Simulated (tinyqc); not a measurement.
Inside a calculation. Model: pair-potential crystal by lattice sums. Computed by tinyqc, a small Python program that keeps every step. Command: `OMP_NUM_THREADS=1 python tinyqc.py 3028846 3028847 out.jsonl pairsum walk`. One thread of a shared host (Intel(R) Xeon(R) Processor @ 2.30GHz), about 0.01 s of CPU time with the checks. Intermediate numbers are printed to about 7 digits and carried at full precision; extremes and crossings named in words are read from the listed rows.

Energy per atom E = (1/2) sum over neighbours of phi(r); d is the nearest-neighbour distance.

Inputs (values chosen for the exercise, for model atoms): well depth eps = 0.139 eV; pair minimum r0 = 3.46 angstrom; cut-off r_c/r0 = 2; trial neighbour distance d/r0 = 0.922; stiffness alpha r0 = 5.8.

Potential: Morse. Structure: fcc.

Constants: 1 eV/angstrom^3 = 160.2176634 GPa.

## Shell sums at the trial distance

phi0(r) = eps [exp(-2 alpha (r - r0)) - 2 exp(-alpha (r - r0))]; shifted-force cut-off: phi(r) = phi0(r) - phi0(r_c) - (r - r_c) phi0'(r_c) for r < r_c, zero beyond. Shells (distance in units of d, count): fcc 1.0000 (12), 1.4142 (6), 1.7321 (24), 2.0000 (12), 2.2361 (24), 2.4495 (8), 2.6458 (48), 2.8284 (6), 3.0000 (36), 3.1623 (24); hcp 1.0000 (12), 1.4142 (6), 1.6330 (2), 1.7321 (18), 1.9149 (12), 2.0000 (6), 2.2361 (12), 2.3805 (12), 2.4495 (6), 2.5166 (6), 2.5820 (12), 2.6458 (24), 2.7080 (6), 2.8868 (12), 3.0000 (12), 3.1091 (24), 3.1623 (12); bcc 1.0000 (8), 1.1547 (6), 1.6330 (12), 1.9149 (24), 2.0000 (8), 2.3094 (6), 2.5166 (24), 2.5820 (24), 2.8284 (24), 3.0000 (32); sc 1.0000 (6), 1.4142 (12), 1.7321 (8), 2.0000 (6), 2.2361 (24), 2.4495 (24), 2.8284 (12), 3.0000 (30), 3.1623 (24); diamond 1.0000 (4), 1.6330 (12), 1.9149 (12), 2.3094 (6), 2.5166 (12), 2.8284 (24), 3.0000 (16). Volumes per atom in d^3: fcc 0.70711, hcp 0.70711, bcc 0.76980, sc 1.00000, diamond 1.53960; hcp has the ideal c/a. Every shell inside the cut-off is summed. List each shell within the cut-off.

Shells:
```
shell  count  r (angstrom)     phi (eV)  phi' (eV/angstrom)  phi'' (eV/angstrom^2)
1         12      3.190120  -0.08742175          -0.4205173               2.633182
2          6      4.511511  -0.03938121           0.0648354              -0.088041
3         24      5.525450  -0.00577863           0.0127479              -0.022959
4         12      6.380240  -0.00047271           0.0020542              -0.005758
```

## Energy and virial pressure

E = (1/2) sum count x phi; P = -(1/(6 Omega)) sum count x r phi', Omega = 0.707107 d^3.

energy at the trial distance = -0.7148540 eV/atom

pressure at the trial distance = 14.53435 GPa

The pressure is positive, so the lattice wants to expand.

## Equilibrium

Equilibrium: dE/dd = 0 at the lowest minimum with d between 0.78 r0 and 1.45 r0; B = d^2 E''(d)/(9 Omega). Unrelaxed vacancy: removing an atom breaks its bonds (2|E|) and placing it on the surface returns |E|, so E_v = |E|.

equilibrium distance d = 3.403764 angstrom

energy per atom = -0.8900008 eV

bulk modulus B = 38.89027 GPa

unrelaxed vacancy energy = 0.8900008 eV

d is 1.6 % shorter than r0, because further shells pull and the first shell must push back.

## Elastic constants

At zero stress C_ijkl = (1/(2 Omega)) sum (phi'' - phi'/r) R_i R_j R_k R_l / r^2 over all neighbours, on cube axes; so C44 = C12 (Cauchy relation). C' = (C11 - C12)/2.

C11 = 53.49231 GPa

C12 = C44 = 31.58925 GPa

C' = 10.95153 GPa

C' and C44 are positive: the structure is stable against homogeneous shear.

## Ranking of structures

The formulas are those given above.

Each structure at its own equilibrium:
```
structure  neighbours  d (angstrom)  E (eV/atom)  volume (angstrom^3)   B (GPa)
fcc                12      3.403764   -0.8900008             27.88453  38.89027
hcp                12      3.403669   -0.8896690             27.88219  38.83296
bcc                 8      3.324693   -0.8547623             28.29000  36.65666
sc                  6      3.315572   -0.5574656             36.44816  18.73842
diamond             4      3.386461   -0.2976418             59.79247   6.00844
```

The order is fcc < hcp < bcc < sc < diamond; fcc lies 0.33 meV below hcp. fcc (-0.890001 eV) and hcp (-0.889669 eV) share two shells and differ from the third on. Pair forces reward the number of bonds: diamond reaches only 33 % of the best binding. Caution: each structure is relaxed in d alone and may be unstable against shear; the tiny fcc-hcp difference depends on the cut-off.

Checks made by the program: virial pressure against -dE/dV (relative difference 5e-09); (C11 + 2 C12)/3 against the curvature of E(d) (relative difference 2e-10).
